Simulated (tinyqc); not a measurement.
Scan in temperature at fixed frequency: admittance spectroscopy and thermally stimulated current of one trap level in a depletion layer. Computed by tinyqc, a small Python program. Command: `OMP_NUM_THREADS=1 python tinyqc.py 3112234 3112235 out.jsonl admit walk`. One thread of a shared host (Intel(R) Xeon(R) Processor @ 2.30GHz), about 0.01 s of CPU time with the checks.

A Schottky junction on n-type material holds one donor-like electron trap; shallow donors are fully ionised and abrupt depletion edges are assumed.

Inputs (values chosen for the exercise, modelled on n-type 4H-SiC):
```
quantity                         value    unit
dielectric constant eps           9.64       -
density-of-states mass m         0.774     m_0
shallow doping N               1.3e+16  1/cm^3
trap density N_t               6.2e+14  1/cm^3
trap depth E_t below the band    0.405      eV
capture cross section sigma    6.9e-14    cm^2
band bending V_b                   2.5       V
test frequency f                   300      Hz
```

Constants: k_B = 1.380649e-23 J/K; m_0 = 9.1093837015e-31 kg; h = 6.62607015e-34 J s; k_B = 8.617333262e-05 eV/K; eps_0 = 8.8541878128e-12 F/m; e = 1.602176634e-19 C.

Method:
- N_c = 2 (2 pi m k_B T/h^2)^(3/2), v_th = sqrt(3 k_B T/m), emission rate e_n = sigma v_th N_c exp(-E_t/(k_B T)).
- Where the level crosses the Fermi level capture equals emission, so the trap follows the signal with the rate 2 e_n; G/omega peaks at omega = 2 e_n (the correction for large N_t/N is left out).
- Solve 2 e_n(T_p) = 2 pi f.
- With E_c - E_F = k_B T_p ln(N_c/N): lambda = sqrt(2 eps eps_0 (E_t - (E_c - E_F))/(e^2 N)); traps are empty and charged for x < x_t = w - lambda, and V_b = e (N w^2 + N_t x_t^2)/(2 eps eps_0). High frequency: C_hf = eps eps_0/w. Low frequency: C_lf = eps eps_0 (N + N_t)/(N w + N_t x_t).
- With x = omega/(2 e_n): C = C_hf + (C_lf - C_hf)/(1 + x^2), G/omega = (C_lf - C_hf) x/(1 + x^2); C_hf and C_lf are held at their values at T_p.

peak temperature T_p = 206.278 K

C_hf = 19.0496 nF/cm^2

C_lf = 19.3513 nF/cm^2

Admittance:
```
T (K)  omega/(2 e_n)  C (nF/cm^2)  G/omega (nF/cm^2)
181.5     2.8971e+01       19.050            0.01040
189.8     8.5378e+00       19.054            0.03486
196.0     3.6580e+00       19.071            0.07674
202.2     1.6477e+00       19.131            0.13382
206.3     9.9730e-01       19.201            0.15085
210.4     6.1509e-01       19.269            0.13464
216.6     3.0621e-01       19.325            0.08447
224.8     1.2883e-01       19.346            0.03823
235.2     4.6693e-02       19.351            0.01406
```

What does the comparison show, and why?

The peak of G/omega is half the step, 0.151 nF/cm^2. Its full width is near 2 ln(2 + sqrt3) k_B T_p^2/(E_t + 2 k_B T_p) = 21.9 K.

Extremes, crossings and ranges named in words are read from the listed rows.
